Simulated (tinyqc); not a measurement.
Inside a calculation. Method: Hubbard chain of 5 sites. Computed by tinyqc, a small Python program that keeps every step. Settings: hopping = 0.72, U = 4.2, mixing = 1, iteration cap = 71. Command: `OMP_NUM_THREADS=1 python tinyqc.py 31485 31486 out.jsonl` (the two numbers bound the seeds that draw the settings). One thread of a shared host (Intel(R) Xeon(R) Processor @ 2.60GHz), about 0.2 s of CPU time with the checks. Later iterations appear only in the table of the cycle.

## Mean-field iteration 1

one-body matrix (hopping and site energies) (eV), order 1, 2, 3, 4, 5:
```
[[0.000000, -0.720000, 0.000000, 0.000000, 0.000000],
 [-0.720000, 0.000000, -0.720000, 0.000000, 0.000000],
 [0.000000, -0.720000, 0.000000, -0.720000, 0.000000],
 [0.000000, 0.000000, -0.720000, 0.000000, -0.720000],
 [0.000000, 0.000000, 0.000000, -0.720000, 0.000000]]
```

U = 4.200000 eV

electrons, up and down: [3, 2]

mixing = 1

n(up) at the start (a guess, not normalised): [0.600000, 0.600000, 0.600000, 0.600000, 0.600000]

n(down) at the start (a guess): [0.400000, 0.400000, 0.400000, 0.400000, 0.400000]

H(up) = T + U n(down), H(down) = T + U n(up); fill the lowest levels; n(new) = n + mixing (n(out) - n); E = tr T (rho up + rho down) + U sum n_up n_down of the output.

levels, up (eV): [0.432923, 0.960000, 1.680000, 2.400000, 2.927077]

levels, down (eV): [1.272923, 1.800000, 2.520000, 3.240000, 3.767077]

energy = 0.965847 eV

n(up) after iteration 1: [0.666667, 0.500000, 0.666667, 0.500000, 0.666667]

n(down) after iteration 1: [0.333333, 0.500000, 0.333333, 0.500000, 0.333333]

## Mean-field iteration 2

As before.

levels, up (eV): [0.454739, 0.949438, 1.400000, 2.550562, 3.045261]

levels, down (eV): [1.154739, 1.649438, 2.800000, 3.250562, 3.745261]

energy = 0.265601 eV

n(up) after iteration 2: [0.798483, 0.323148, 0.756739, 0.323148, 0.798483]

n(down) after iteration 2: [0.201517, 0.676852, 0.243261, 0.676852, 0.201517]

## Convergence

Each step fills the lowest levels of T + U n(other spin) and sets n(new) = n + mixing (n(out) - n); stop when output and input agree to 1e-8.

Course of the cycle:
```
iteration       E (eV)  largest |n(out) - n(in)|  mean |n_up - n_down|
1           0.96584684                  1.00e-01              0.200000
2           0.26560143                  1.77e-01              0.482963
3          -0.67837262                  1.76e-01              0.764793
4          -0.94379706                  6.99e-02              0.876638
5          -0.96438676                  1.69e-02              0.901842
6          -0.96525418                  3.45e-03              0.906635
7          -0.96528469                  6.50e-04              0.907517
8          -0.96528572                  1.20e-04              0.907678
9          -0.96528576                  2.20e-05              0.907707
10         -0.96528576                  4.04e-06              0.907713
11         -0.96528576                  7.40e-07              0.907714
12         -0.96528576                  1.36e-07              0.907714
13         -0.96528576                  2.48e-08              0.907714
14         -0.96528576                  4.55e-09              0.907714
```

local moments n_up - n_down: [0.941282, -0.884643, 0.886722, -0.884643, 0.941282]

Converged in 14 iterations. Before convergence this energy mixes input and output and is not variational, so it may rise towards its limit.

## Exact diagonalisation (100 states)

Lowest levels of the sector, and the double occupancy of the lowest state.

lowest levels (eV): [-1.306026, -0.992356, -0.808571, -0.755822, -0.592383, -0.378353]

double occupancy per site = 0.051051

The mean-field solution above lies 0.3407 eV above the exact energy.

## The lowest level by Lanczos steps

From a random start vector (not printed): a_j = <q_j|H|q_j>, b_j = norm of the remainder after orthogonalising; the Ritz value is the lowest eigenvalue of the tridiagonal matrix of a and b so far.

Lanczos:
```
j   a_j (eV)  b_j (eV)  lowest Ritz value (eV)
1   3.268531  3.316376              3.26853127
2   4.426159  3.604623              0.48083734
3   4.297060  2.677996             -0.81216382
4   5.761979  2.979243             -1.09034509
5   4.401008  2.766240             -1.18272866
6   3.798790  3.241378             -1.23094394
7   5.483769  2.783384             -1.26998552
8   5.933484  2.502972             -1.28474211
9   2.922271  3.600330             -1.29046132
10  5.639716  2.225728             -1.29939492
```
